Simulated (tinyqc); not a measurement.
Tunnelling through a gate dielectric, WKB transmission and Tsu-Esaki current: effect of temperature.

Electrons leave the emitter at x = 0. Energies E (motion across the layers) are in eV from the emitter Fermi level; the collector Fermi level lies at -V and offers states at every E. No charge in the dielectric and no image force: F1 = V/t1, U = phi1 - F1 x. With C = hbar^2/(2 m0), kappa = sqrt(m (U - E)/C) where U > E and 0 elsewhere; T(E) = exp(-S), S = 2 times the integral of kappa over x.

Each layer adds (2/F) sqrt(m/C) [G(u at its left edge) - G(u at its right edge)] to S, with u = U - E (0 where negative) and G(u) = (2/3) u^1.5. J = J0 times the integral of T(E) N(E) dE, N = ln[(1 + exp(-E/Vt))/(1 + exp((-E - V)/Vt))], J0 = q^2 me m0 kB T/(2 pi^2 hbar^3) (times 1e-4 for A/cm^2 per eV), from E = -Ef to far above the barrier (T = 1 there), by quadrature converged to the digits shown. The share over the barrier is that of energies above the highest band edge; 0 means below 1e-6 %.

Inputs (values chosen for the exercise); dielectric values close to those of silicon dioxide: Fermi energy of the emitter above its band bottom Ef = 2.7 eV; emitter mass in the supply function me = 0.94 m0; barrier of layer 1 above the emitter Fermi level at zero bias phi1 = 3.19 eV; tunnelling mass of layer 1 m1 = 0.5 m0; thickness of layer 1 t1 = 2.9 nm; voltage across the dielectric V = 1 V.

Constants: q = 1.602176634e-19 C, kB = 1.380649e-23 J/K, hbar = 1.054571817e-34 J s, m0 = 9.1093837015e-31 kg, Vt = kB T/q, hbar^2/(2 m0) = 0.0380998212 eV nm^2. Results are converted to the units shown.

Result of one run:
```
J (A/cm^2)  mean E of the current (eV)  share over the barrier (%)
4.896e-7                       -0.3091                           0
```

Which temperature T gave this result: 100, 400, 500 or 600 K?

T = 400 K.

The whole series:
```
T (K)  J (A/cm^2)  mean E of the current (eV)  share over the barrier (%)
50       4.543e-7                     -0.3348                           0
100      4.559e-7                     -0.3336                           0
200      4.624e-7                     -0.3288                           0
300      4.734e-7                     -0.3207                           0
400      4.896e-7                     -0.3091                           0
500      5.118e-7                     -0.2935                           0
600      5.411e-7                     -0.2734                           0
750      6.032e-7                     -0.2323                     3.86e-6
```

Between 50 and 300 K the current changes by a factor of 1.04, and between 300 and 750 K by 1.27; the mean energy of the current rises from -0.335 to -0.232 eV. The transmission grows by a factor e over d = 0.155 eV near E = 0, equal to kB T/q at 1800 K: far below that temperature the thermal tail adds little.

tinyqc, about 0.05 s, one thread, Intel Xeon 2.30GHz (shared host): `OMP_NUM_THREADS=1 python tinyqc.py 2540117 2540118 out.jsonl`
